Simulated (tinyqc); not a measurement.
Worked calculation: scattering of inversion-layer electrons by surface optical phonons of the gate insulator (remote phonon scattering). Computed by tinyqc, a small Python program that keeps every step. Command: `OMP_NUM_THREADS=1 python tinyqc.py 3111591 3111592 out.jsonl sophonon walk`. One thread of a shared host (Intel(R) Xeon(R) Processor @ 2.30GHz), about 0.02 s of CPU time with the checks. Intermediate numbers are printed to about 6 digits and carried at full precision; extremes and crossings named in words are read from the listed rows.

One subband with the Fang-Howard envelope; insulator and channel are half-spaces, the gate is far away, and an interlayer only moves the polar surface away by t (its own modes and its permittivity contrast are left out).

Inputs (values chosen for the exercise, modelled on AlN on silicon):

| quantity | value | unit |
|---|---|---|
| static constant of the insulator eps_0s | 9.38 | - |
| intermediate constant eps_i | 7.36 | - |
| optical constant eps_inf | 4.78 | - |
| hbar omega_TO1 | 80.3 | meV |
| hbar omega_TO2 | 90.7 | meV |
| constant of the channel eps_s | 11.7 | - |
| in-plane mass m | 0.195 | m_0 |
| valleys g_v | 2 | - |
| sheet density n | 1.1e+12 | 1/cm^2 |
| mean distance of the electrons z0 = 3/b | 1.8 | nm |
| interlayer thickness t | 1.4 | nm |
| temperature T | 350 | K |
| electron energy E | 94 | meV |
| mobility from other processes | 290 | cm^2/(V s) |

Screening by the channel electrons: static.

Constants: k_B = 8.617333262e-05 eV/K; hbar^2/(2 m_0) = 3.80998212 eV angstrom^2; e^2/(4 pi eps_0) = 14.39964548 eV angstrom; hbar = 6.582119569e-16 eV s; e = 1.602176634e-19 C; m_0 = 9.1093837015e-31 kg.

## Surface modes and strengths

eps(w) = eps_inf + (eps_0s - eps_i) w1^2/(w1^2 - w^2) + (eps_i - eps_inf) w2^2/(w2^2 - w^2). Surface modes solve eps(w) + eps_s = 0, a quadratic in w^2; the strength of a mode is g = 2/(w d eps/dw). Occupation N = 1/(exp(hbar w/(k_B T)) - 1).

hbar omega_SO (meV): 1 82.7986, 2 99.4848

strengths g: 1 0.0016257, 2 0.0116156

occupations N: 1 0.0686412, 2 0.0383556

hbar omega g (2 N + 1) (meV): 1 0.15308, 2 1.24422

The upper mode has the larger hbar omega g N, the prefactor of absorption before the dependence on q: 0.00924 and 0.0443 meV.

## The electron gas

Density of states D = g_v m/(pi hbar^2); eta = E_F/(k_B T) = ln(exp(n/(D k_B T)) - 1); screening wave number q_s = e^2 D/(2 eps_0 eps_avg) x 1/(1 + exp(-eta)), eps_avg = (eps_s + eps_inf)/2; b = 3/z0.

D = 1.62915e+14 1/(eV cm^2)

eta = -1.38268

q_s = 0.358799 1/nm

b = 1.66667 1/nm

## Squared matrix elements

For a mode of strength g, without the occupation factor, Area x |M(q)|^2 = e^2 hbar w g/(2 eps_0 q) x (b/(b + q))^6 exp(-2 q t) / (1 + (q_s/q) H(q))^2, H = (1 + 9 x/8 + 3 x^2/8)/(1 + x)^3, x = q/b.

Area x |M|^2 (meV^2 nm^2):

| q (1/nm) | (b/(b + q))^6 | exp(-2 q t) | mode 1 | mode 2 |
|---|---|---|---|---|
| 0.05 | 0.837484 | 0.869358 | 2.92163e+02 | 2.50820e+03 |
| 0.10 | 0.704961 | 0.755784 | 3.64368e+02 | 3.12807e+03 |
| 0.20 | 0.506631 | 0.571209 | 2.92092e+02 | 2.50759e+03 |
| 0.30 | 0.370432 | 0.431711 | 1.82866e+02 | 1.56989e+03 |
| 0.50 | 0.207176 | 0.246597 | 5.93584e+01 | 5.09587e+02 |
| 0.80 | 0.095155 | 0.106459 | 1.02762e+01 | 8.82206e+01 |
| 1.20 | 0.038622 | 0.034735 | 1.08968e+00 | 9.35483e+00 |

## Rates at the energy E

Approximate momentum relaxation rate, taking tau v alike in the initial and final states: 1/tau = (m/(2 pi hbar^3)) sum over modes and over absorption (N, E' = E + hbar w) and emission (N + 1, E' = E - hbar w > 0) of [(1 - f(E'))/(1 - f(E))] int_0^(2 pi) Area |M(q)|^2 (1 - cos theta) d theta, q^2 = k^2 + k'^2 - 2 k k' cos theta, f the Fermi function; 48 midpoints in theta from 0 to pi.

rates (1/ps): mode 1 absorption 0.0006545, mode 1 emission 0.0393382, mode 2 absorption 0.0025957, mode 2 emission 0.0000000

tau at E = 23480.6 fs

## Mobility

mu = (e/m) int tau E f (1 - f) dE/(k_B T int f dE), by 300 midpoints from 0 to (max(eta, 0) + 14) k_B T; Matthiessen sum with the other processes.

remote-phonon mobility = 1.05831e+06 cm^2/(V s)

total mobility = 289.921 cm^2/(V s)

loss of mobility = 0.0273947 %

Caution: a relaxation time is only an approximation for inelastic scattering, and static or no screening brackets the true dynamic screening only roughly.

## What an interlayer buys

The formulas are those given above.

Against the interlayer thickness:

| t (nm) | remote-phonon mobility (cm^2/(V s)) | total (cm^2/(V s)) |
|---|---|---|
| 0.0 | 9.18920e+04 | 289.088 |
| 0.3 | 1.63998e+05 | 289.488 |
| 0.6 | 2.83939e+05 | 289.704 |
| 1.0 | 5.62578e+05 | 289.851 |
| 1.5 | 1.23031e+06 | 289.932 |
| 2.0 | 2.51403e+06 | 289.967 |
| 3.0 | 9.06487e+06 | 289.991 |

1 nm of interlayer raises the remote-phonon mobility by a factor 6.12, as exp(2 q t) with an effective q of 0.91 per nm; between 2 and 3 nm the effective q is 0.64. The total goes from 289 to 290 over the first nanometre.

Checks made by the program: sum of strengths against 1/(eps_s + eps_inf) - 1/(eps_s + eps_0s) (relative difference below 1e-10).
